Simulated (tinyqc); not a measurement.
Solute along a frozen bar: binary melting diagram from solution models of liquid and solid. Computed by tinyqc, a small Python program. Command: `OMP_NUM_THREADS=1 python tinyqc.py 3020937 3020938 out.jsonl melt walk`. One thread of a shared host (Intel(R) Xeon(R) Processor @ 2.30GHz), about 0.01 s of CPU time with the checks.

x is the fraction of B. In a phase with interaction L: mu_A = G_A + R T ln(1 - x) + L x^2, mu_B = G_B + R T ln x + L (1 - x)^2. Melting: G(liquid) - G(solid) = H (1 - T/T_m) for each pure component.

Inputs (values chosen for the exercise, modelled on Si-Ge):
```
quantity                  value    unit
melting point T_A          1687       K
melting point T_B          1211       K
heat of melting H_A        50.5  kJ/mol
heat of melting H_B        37.2  kJ/mol
liquid interaction L_L      7.4  kJ/mol
solid interaction L_S       3.7  kJ/mol
dilute content c0 of B   0.0058       -
growth number V delta/D    0.62       -
```

Diagram: complete solid solution (lens).

Constants: R = 8.314462618 J/(mol K).

Method. At T_A, k0 = exp[(dG_B(T_A) + L_L - L_S)/(R T_A)]; van 't Hoff: m_L = -R T_A^2 (1 - k0)/H_A per unit fraction. Burton-Prim-Slichter: k_eff = k0/[k0 + (1 - k0) exp(-V delta/D)]. Freezing range of c0: |m_L| c0 |1 - k0|/k0. For the solid at frozen fraction f, relative to c0. Lever rule: k0/[1 - (1 - k0) f]. Scheil (no diffusion in the solid, mixed liquid): k (1 - f)^(k - 1), with k0 and with k_eff. One zone pass with a zone a tenth of the bar long: 1 - (1 - k0) exp(-10 k0 f).

partition coefficient k0 = 0.459018

effective coefficient k_eff = 0.611994

Ratio c_s/c0:
```
f    lever rule  Scheil, k0  Scheil, k_eff  one zone pass
0.0     0.45902      0.4590         0.6120        0.45902
0.1     0.48527      0.4859         0.6375        0.65815
0.3     0.54795      0.5567         0.7028        0.86350
0.5     0.62921      0.6679         0.8008        0.94549
0.7     0.73879      0.8804         0.9764        0.97824
0.8     0.80925      1.0964         1.1428        0.98625
0.9     0.89457      1.5952         1.4954        0.99131
```

What follows from these numbers?

All but the k_eff column start at k0 = 0.459. At f = 0.9 Scheil gives 1.60 against 0.895 for the lever rule, since the solid keeps what it took and the last liquid is richer in B. Scheil passes c0 at f = 0.763. Last over first value: 3.48 with k0 and 2.44 with k_eff, so faster growth gives the more even bar.
